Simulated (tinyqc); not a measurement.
Optical gain and spontaneous emission in a bulk direct-gap semiconductor: one step. Quasi-Fermi levels. Five cases, with inputs chosen for the exercise.

Task: Solve for Fc and Fv.

F_j(eta) = (1/Gamma(j + 1)) integral_0^infinity x^j dx/(1 + exp(x - eta)), which tends to exp(eta) for eta << 0.

Quasi-Fermi levels: n = Nc F_1/2(Fc/kT) and p = Nv F_1/2(Fv/kT), Fc counted up from the conduction edge and Fv down from the valence edge; Nc, Nv from N = 2 (m kB T/(4 pi c))^(3/2) with c = hbar^2/2m0, in 1/angstrom^3; times 1e24 for 1/cm^3, with me and (mhh^(3/2) + mlh^(3/2))^(2/3).

Constants: hbar^2/2m0 = 3.80998211 eV angstrom^2; kB = 8.617333262e-05 eV/K.

Case 1.

Values chosen (near those of InGaAs; shifted at random, so the results belong to these values and not to a real crystal): me = 0.0405 m0 (electron mass); mhh = 0.478 m0 (heavy-hole mass); mlh = 0.0507 m0 (light-hole mass); n = 1.9e+18 1/cm^3 (injected density, n = p); T = 400 K.

Case 2.

Values chosen (near those of GaN; shifted at random, so the results belong to these values and not to a real crystal): me = 0.1955 m0 (electron mass); mhh = 1.396 m0 (heavy-hole mass); mlh = 0.286 m0 (light-hole mass); n = 8.3e+18 1/cm^3 (injected density, n = p); T = 250 K.

Case 3.

Values chosen (near those of GaN; shifted at random, so the results belong to these values and not to a real crystal): me = 0.1935 m0 (electron mass); mhh = 1.391 m0 (heavy-hole mass); mlh = 0.2926 m0 (light-hole mass); n = 2.1e+19 1/cm^3 (injected density, n = p); T = 400 K.

Case 4.

Values chosen (near those of GaAs; shifted at random, so the results belong to these values and not to a real crystal): me = 0.0676 m0 (electron mass); mhh = 0.517 m0 (heavy-hole mass); mlh = 0.0855 m0 (light-hole mass); n = 4.9e+18 1/cm^3 (injected density, n = p); T = 400 K.

Case 5.

Values chosen (near those of GaAs; shifted at random, so the results belong to these values and not to a real crystal): me = 0.0692 m0 (electron mass); mhh = 0.517 m0 (heavy-hole mass); mlh = 0.0806 m0 (light-hole mass); n = 6.7e+18 1/cm^3 (injected density, n = p); T = 400 K.

Give: kT; Nc; Nv; Fc; Fv; Fc + Fv.

Result:

Case 1.

kT = 0.034469 eV
Nc = 3.149e+17 1/cm^3
Nv = 1.321e+19 1/cm^3
Fc = 0.1302 eV
Fv = -0.0651 eV
Fc + Fv = 0.0651 eV

Case 2.

kT = 0.021543 eV
Nc = 1.650e+18 1/cm^3
Nv = 3.441e+19 1/cm^3
Fc = 0.0708 eV
Fv = -0.0288 eV
Fc + Fv = 0.0420 eV

Case 3.

kT = 0.034469 eV
Nc = 3.289e+18 1/cm^3
Nv = 6.950e+19 1/cm^3
Fc = 0.1359 eV
Fv = -0.0376 eV
Fc + Fv = 0.0983 eV

Case 4.

kT = 0.034469 eV
Nc = 6.790e+17 1/cm^3
Nv = 1.533e+19 1/cm^3
Fc = 0.1487 eV
Fv = -0.0354 eV
Fc + Fv = 0.1133 eV

Case 5.

kT = 0.034469 eV
Nc = 7.033e+17 1/cm^3
Nv = 1.525e+19 1/cm^3
Fc = 0.1817 eV
Fv = -0.0230 eV
Fc + Fv = 0.1587 eV

The separation of the quasi-Fermi levels exceeds the gap, so photons between Eg and Eg + (Fc + Fv) see gain. The quasi-Fermi level of the electrons lies inside the band, that of the holes in the gap.

Computed by tinyqc, one run a case: `OMP_NUM_THREADS=1 python tinyqc.py N N+1 out.jsonl` with N = 1651881, 1652008, 1652292, 1652447, 1652473; one thread of a shared Intel(R) Xeon(R) Processor @ 2.30GHz, about 0.1 s a run at most.
